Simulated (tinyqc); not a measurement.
Hubbard ring of 4 sites, step by step. Computed by tinyqc, a small Python program that keeps every step. Settings: hopping = 1.38, U = 4.3, mixing = 0.2, iteration cap = 58. Command: `OMP_NUM_THREADS=1 python tinyqc.py 20214 20215 out.jsonl` (the two numbers bound the seeds that draw the settings). One thread of a shared host (Intel(R) Xeon(R) Processor @ 2.60GHz), about 0.3 s of CPU time with the checks. Later iterations appear only in the table of the cycle.

## Mean-field iteration 1

one-body matrix (hopping and site energies) (eV), order 1, 2, 3, 4:
```
[[0.0000, -1.3800, 0.0000, -1.3800],
 [-1.3800, 0.0000, -1.3800, 0.0000],
 [0.0000, -1.3800, 0.0000, -1.3800],
 [-1.3800, 0.0000, -1.3800, 0.0000]]
```

U = 4.3000 eV

electrons, up and down: [3, 1]

mixing = 0.2000

n(up) at the start (a guess, not normalised): [0.8000, 0.7000, 0.8000, 0.7000]

n(down) at the start (a guess): [0.2000, 0.3000, 0.2000, 0.3000]

H(up) = T + U n(down), H(down) = T + U n(up); fill the lowest levels; n(new) = n + mixing (n(out) - n); E = tr T (rho up + rho down) + U sum n_up n_down of the output.

levels, up (eV): [-1.6934, 0.8600, 1.2900, 3.8434]

levels, down (eV): [0.4566, 3.0100, 3.4400, 5.9934]

energy = -2.2848 eV

n(up) after iteration 1: [0.7939, 0.7061, 0.7939, 0.7061]

n(down) after iteration 1: [0.2061, 0.2939, 0.2061, 0.2939]

## Mean-field iteration 2

As before.

levels, up (eV): [-1.6914, 0.8863, 1.2637, 3.8414]

levels, down (eV): [0.4586, 3.0363, 3.4137, 5.9914]

energy = -2.2871 eV

n(up) after iteration 2: [0.7885, 0.7115, 0.7885, 0.7115]

n(down) after iteration 2: [0.2115, 0.2885, 0.2115, 0.2885]

## Mean-field iteration 3

As before.

levels, up (eV): [-1.6900, 0.9094, 1.2406, 3.8400]

levels, down (eV): [0.4600, 3.0594, 3.3906, 5.9900]

energy = -2.2889 eV

n(up) after iteration 3: [0.7838, 0.7162, 0.7838, 0.7162]

n(down) after iteration 3: [0.2162, 0.2838, 0.2162, 0.2838]

## Convergence

Each step fills the lowest levels of T + U n(other spin) and sets n(new) = n + mixing (n(out) - n); stop when output and input agree to 1e-8.

Course of the cycle:
```
iteration     E (eV)  largest |n(out) - n(in)|  mean |n_up - n_down|
1          -2.284812                  3.06e-02                0.5000
2          -2.287146                  2.68e-02                0.5000
3          -2.288945                  2.35e-02                0.5000
4          -2.290333                  2.07e-02                0.5000
5          -2.291402                  1.81e-02                0.5000
6          -2.292227                  1.59e-02                0.5000
7          -2.292863                  1.40e-02                0.5000
8          -2.293353                  1.23e-02                0.5000
9          -2.293730                  1.08e-02                0.5000
10         -2.294021                  9.45e-03                0.5000
11         -2.294246                  8.29e-03                0.5000
...              ...                       ...                   ...
48         -2.295000                  6.70e-05                0.5000
49         -2.295000                  5.88e-05                0.5000
50         -2.295000                  5.16e-05                0.5000
51         -2.295000                  4.53e-05                0.5000
52         -2.295000                  3.98e-05                0.5000
53         -2.295000                  3.49e-05                0.5000
54         -2.295000                  3.07e-05                0.5000
55         -2.295000                  2.69e-05                0.5000
56         -2.295000                  2.36e-05                0.5000
57         -2.295000                  2.08e-05                0.5000
58         -2.295000                  1.82e-05                0.5000
```

Not converged within 58 iterations: the residual falls steadily but slowly, by a factor of about 0.88 a step. The lowest mean-field energy found from random starts is -2.29500 eV. Reruns (cap 100 unless said): mixing 0.5: converged in 42 (E = -2.29500); mixing 0.9: converged in 20 (E = -2.29500); the original settings with a cap of 400: converged in 116 (E = -2.29500).

## The many-body Hamiltonian

Basis: all placements (u, d, 2, 0 on each site), up operators ordered before down ones; hops carry the sign of the same-spin electrons passed.

H (eV), order 2uu0, u2u0, uu20, uuud, 2u0u, u20u, uudu, uu02, 20uu, uduu, u02u, u0u2, duuu, 02uu, 0u2u, 0uu2:
```
[[4.3000, -1.3800, 0.0000, -1.3800, -1.3800, 0.0000, 0.0000, 0.0000, 0.0000, 0.0000, 0.0000, 0.0000, -1.3800, 0.0000, 0.0000, 0.0000],
 [-1.3800, 4.3000, -1.3800, 0.0000, 0.0000, -1.3800, 0.0000, 0.0000, 0.0000, 0.0000, 0.0000, 0.0000, 0.0000, -1.3800, 0.0000, 0.0000],
 [0.0000, -1.3800, 4.3000, -1.3800, 0.0000, 0.0000, -1.3800, 0.0000, 0.0000, 0.0000, 0.0000, 0.0000, 0.0000, 0.0000, -1.3800, 0.0000],
 [-1.3800, 0.0000, -1.3800, 0.0000, 0.0000, 0.0000, 0.0000, -1.3800, 0.0000, 0.0000, 0.0000, 0.0000, 0.0000, 0.0000, 0.0000, -1.3800],
 [-1.3800, 0.0000, 0.0000, 0.0000, 4.3000, -1.3800, 0.0000, -1.3800, -1.3800, 0.0000, 0.0000, 0.0000, 0.0000, 0.0000, 0.0000, 0.0000],
 [0.0000, -1.3800, 0.0000, 0.0000, -1.3800, 4.3000, -1.3800, 0.0000, 0.0000, -1.3800, 0.0000, 0.0000, 0.0000, 0.0000, 0.0000, 0.0000],
 [0.0000, 0.0000, -1.3800, 0.0000, 0.0000, -1.3800, 0.0000, -1.3800, 0.0000, 0.0000, -1.3800, 0.0000, 0.0000, 0.0000, 0.0000, 0.0000],
 [0.0000, 0.0000, 0.0000, -1.3800, -1.3800, 0.0000, -1.3800, 4.3000, 0.0000, 0.0000, 0.0000, -1.3800, 0.0000, 0.0000, 0.0000, 0.0000],
 [0.0000, 0.0000, 0.0000, 0.0000, -1.3800, 0.0000, 0.0000, 0.0000, 4.3000, -1.3800, 0.0000, -1.3800, -1.3800, 0.0000, 0.0000, 0.0000],
 [0.0000, 0.0000, 0.0000, 0.0000, 0.0000, -1.3800, 0.0000, 0.0000, -1.3800, 0.0000, -1.3800, 0.0000, 0.0000, -1.3800, 0.0000, 0.0000],
 [0.0000, 0.0000, 0.0000, 0.0000, 0.0000, 0.0000, -1.3800, 0.0000, 0.0000, -1.3800, 4.3000, -1.3800, 0.0000, 0.0000, -1.3800, 0.0000],
 [0.0000, 0.0000, 0.0000, 0.0000, 0.0000, 0.0000, 0.0000, -1.3800, -1.3800, 0.0000, -1.3800, 4.3000, 0.0000, 0.0000, 0.0000, -1.3800],
 [-1.3800, 0.0000, 0.0000, 0.0000, 0.0000, 0.0000, 0.0000, 0.0000, -1.3800, 0.0000, 0.0000, 0.0000, 0.0000, -1.3800, 0.0000, -1.3800],
 [0.0000, -1.3800, 0.0000, 0.0000, 0.0000, 0.0000, 0.0000, 0.0000, 0.0000, -1.3800, 0.0000, 0.0000, -1.3800, 4.3000, -1.3800, 0.0000],
 [0.0000, 0.0000, -1.3800, 0.0000, 0.0000, 0.0000, 0.0000, 0.0000, 0.0000, 0.0000, -1.3800, 0.0000, 0.0000, -1.3800, 4.3000, -1.3800],
 [0.0000, 0.0000, 0.0000, -1.3800, 0.0000, 0.0000, 0.0000, 0.0000, 0.0000, 0.0000, 0.0000, -1.3800, -1.3800, 0.0000, -1.3800, 4.3000]]
```

## Exact diagonalisation (16 states)

Lowest levels of the sector, and the double occupancy of the lowest state.

lowest levels (eV): [-2.9552, -1.3486, -1.3486, 0.0000, 1.5400, 1.5400]

double occupancy per site = 0.1063

## The lowest level by Lanczos steps

From a random start vector (not printed): a_j = <q_j|H|q_j>, b_j = norm of the remainder after orthogonalising; the Ritz value is the lowest eigenvalue of the tridiagonal matrix of a and b so far.

Lanczos:
```
j  a_j (eV)  b_j (eV)  lowest Ritz value (eV)
1    1.8767    3.8547                1.876717
2    1.5919    2.9106               -2.122977
3    5.3973    3.0620               -2.700464
4    2.6943    3.2284               -2.846752
5    3.0130    2.3900               -2.931900
6    3.9829    1.4732               -2.954006
7    4.8266    1.3954               -2.955167
8    2.3124    0.4427               -2.955228
9    0.1048         0               -2.955229
```
